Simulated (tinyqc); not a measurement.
Density and mobility of a removed layer (differential Hall).

Inverse problem. For layers in parallel the sheet conductance g = 1/Rs and the product g mu_H (mu_H signed, unit Hall factors) are additive. Find the sheet density and mobility of the layer that was removed, and its share of the conductance.

Constants: q = 1.602176634e-19 C. Results are converted to the units shown.

Rs before and after removing the top layer (ohm/square): [107.56401, 2803.9124]
apparent mobility before and after, signed (cm^2/(V s)): [314.21983, 420]

Solution. The differences give g1 = q n mu and g1 mu = q n mu^2; their ratio is mu and g1^2/(q g1 mu) is n.

sheet density = 1.80e14 cm^-2
mobility = 310 cm^2/(V s)
share of the conductance = 96.2 %

tinyqc, about 0.01 s, one thread, Intel Xeon 2.30GHz (shared host): `OMP_NUM_THREADS=1 python tinyqc.py 2850214 2850215 out.jsonl`
